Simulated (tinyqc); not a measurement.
# CMOS inverter, nodal equation and switching: several studies

An n-channel pull-down (bn, VTn) and a p-channel pull-up (bp, VTp) share the input Vin and the output node Vout, which carries the load C. Transistor (EKV form, voltages against the body): I = 2 n b Vt^2 [F(vp - Vs) - F(vp - Vd)] from drain to source, F(v) = ln^2(1 + exp(v/(2 Vt))), vp = (Vg - VT + sg |Vd - Vs|)/n. n-channel bodies are at 0; for the p-channel device all voltages are counted down from Vdd. b in uA/V^2 gives I in uA. Static: In = Ip. Transient: C dVout/dt = Ip - In. No velocity saturation, no gate capacitance beyond C.

Values chosen for this exercise: temperature T = 273 K; supply voltage Vdd = 1.2 V; slope factor n = 1.33; drain-induced barrier lowering sg = 0.038; n-channel threshold VTn = 0.31 V; p-channel threshold (magnitude) VTp = 0.41 V; gain factor of the pull-down transistor bn = 270 uA/V^2; gain factor of the pull-up transistor bp = 270 uA/V^2; load capacitance C = 0.21 fF.

Constants: q = 1.602176634e-19 C, kB = 1.380649e-23 J/K, Vt = kB T/q. Results are converted to the units shown.

Each table varies one quantity; the others keep the values above.

## Effect of the n-channel threshold

VM solves In = Ip with Vin = Vout; VIL and VIH are the inputs of gain -1, NML = VIL - Vout(VIH), NMH = Vout(VIL) - VIH. For a step input the delay to Vdd/2 is tHL = C times the integral of dV/(In - Ip) from Vdd/2 to Vdd at Vin = Vdd, and tLH likewise with Ip - In from 0 to Vdd/2 at Vin = 0.

Results:

| VTn (V) | VM (V) | gain at VM | NML (V) | NMH (V) | tHL (ps) | tLH (ps) |
|---|---|---|---|---|---|---|
| 0.15 | 0.4748 | -26.31 | 0.3025 | 0.5625 | 1.065 | 1.828 |
| 0.2 | 0.4988 | -26.31 | 0.3377 | 0.5477 | 1.167 | 1.828 |
| 0.25 | 0.5229 | -26.32 | 0.3727 | 0.5327 | 1.286 | 1.828 |
| 0.3 | 0.5470 | -26.32 | 0.4077 | 0.5177 | 1.425 | 1.828 |
| 0.35 | 0.5711 | -26.32 | 0.4424 | 0.5024 | 1.589 | 1.828 |
| 0.45 | 0.6193 | -26.32 | 0.5110 | 0.4710 | 2.019 | 1.828 |
| 0.5 | 0.6434 | -26.32 | 0.5448 | 0.4548 | 2.303 | 1.828 |

Estimate the missing row, VTn = 0.4 V.

Computed row:

| VTn (V) | VM (V) | gain at VM | NML (V) | NMH (V) | tHL (ps) | tLH (ps) |
|---|---|---|---|---|---|---|
| 0.4 | 0.5952 | -26.32 | 0.4769 | 0.4869 | 1.785 | 1.828 |

With this row back in the table: As VTn goes from 0.15 to 0.5 V, VM rises from 0.475 to 0.643 V, the size of the gain stays near 26.3, tHL rises from 1.07 to 2.30 ps and tLH stays near 1.83 ps. The smaller margin is largest, 0.477 V, at VTn = 0.4 V among the rows. In every row the overdrive passes 0.5 V, where velocity saturation, left out here, would lengthen the delays of short devices.

## Energy per operation against supply voltage

A chain of 50 such gates sets the cycle time tc = 50 (tHL + tLH)/2; per gate and cycle the switching energy is 0.2 C Vdd^2 and the leakage energy Vdd Ileak tc, Ileak the mean supply current at Vin = 0 and Vdd.

Results:

| Vdd (V) | tc (ns) | switching (aJ) | leakage (aJ) | total (aJ) |
|---|---|---|---|---|
| 0.15 | 4365 | 0.9450 | 7.953 | 8.898 |
| 0.2 | 1017 | 1.680 | 2.646 | 4.326 |
| 0.3 | 65.35 | 3.780 | 0.2883 | 4.068 |
| 0.35 | 18.49 | 5.145 | 0.1011 | 5.246 |
| 0.4 | 6.148 | 6.720 | 0.04082 | 6.761 |
| 0.5 | 1.281 | 10.50 | 0.01199 | 10.51 |
| 0.6 | 0.5184 | 15.12 | 0.006575 | 15.13 |
| 0.8 | 0.2001 | 26.88 | 0.004309 | 26.88 |
| 1 | 0.1178 | 42.00 | 0.004035 | 42.00 |

Estimate the missing row, Vdd = 0.25 V.

Computed row:

| Vdd (V) | tc (ns) | switching (aJ) | leakage (aJ) | total (aJ) |
|---|---|---|---|---|
| 0.25 | 252.7 | 2.625 | 0.8744 | 3.499 |

With this row back in the table: The total energy goes from 8.90 through a minimum of 3.50 (at Vdd = 0.25 V among the rows listed) to 42.0 aJ, while the cycle time falls from 4370 to 0.118 ns. Leakage makes up 89 % of the total in the first row and 0.0096 % in the last. Below threshold the cycle lengthens exponentially and leakage flows for all of it, hence the minimum. At Vdd = 1 V the overdrive passes 0.5 V, where velocity saturation, left out here, would lengthen the delays of short devices. For Vdd = 0.15 to 0.4 V the supply is below a threshold, where mismatch, left out here, dominates margins and delay.

## Effect of the drain-induced barrier lowering

Same model as above.

Results:

| sg | VM (V) | gain at VM | NML (V) | NMH (V) | tHL (ps) | tLH (ps) |
|---|---|---|---|---|---|---|
| 0.01 | 0.5505 | -100.0 | 0.4362 | 0.5362 | 1.538 | 1.945 |
| 0.04 | 0.5519 | -25.00 | 0.4131 | 0.5131 | 1.450 | 1.820 |
| 0.1 | 0.5545 | -10.00 | 0.3675 | 0.4675 | 1.297 | 1.606 |
| 0.13 | 0.5558 | -7.692 | 0.3451 | 0.4451 | 1.230 | 1.513 |
| 0.16 | 0.5569 | -6.250 | 0.3230 | 0.4230 | 1.169 | 1.428 |
| 0.19 | 0.5580 | -5.263 | 0.3012 | 0.4012 | 1.112 | 1.351 |
| 0.22 | 0.5590 | -4.545 | 0.2798 | 0.3798 | 1.060 | 1.280 |

Estimate the missing row, sg = 0.07.

Computed row:

| sg | VM (V) | gain at VM | NML (V) | NMH (V) | tHL (ps) | tLH (ps) |
|---|---|---|---|---|---|---|
| 0.07 | 0.5533 | -14.29 | 0.3902 | 0.4902 | 1.370 | 1.708 |

With this row back in the table: As sg goes from 0.01 to 0.22, VM rises from 0.550 to 0.559 V, the size of the gain falls from 100 to 4.55, tHL falls from 1.54 to 1.06 ps and tLH falls from 1.94 to 1.28 ps. The smaller margin is largest, 0.436 V, at sg = 0.01 among the rows. Barrier lowering gives both transistors an output conductance, which caps the gain. In every row the overdrive passes 0.5 V, where velocity saturation, left out here, would lengthen the delays of short devices.

Program tinyqc, `OMP_NUM_THREADS=1 python tinyqc.py 2340012 2340013 out.jsonl`; Intel Xeon 2.30GHz, shared host, one thread, about 0.03 s.
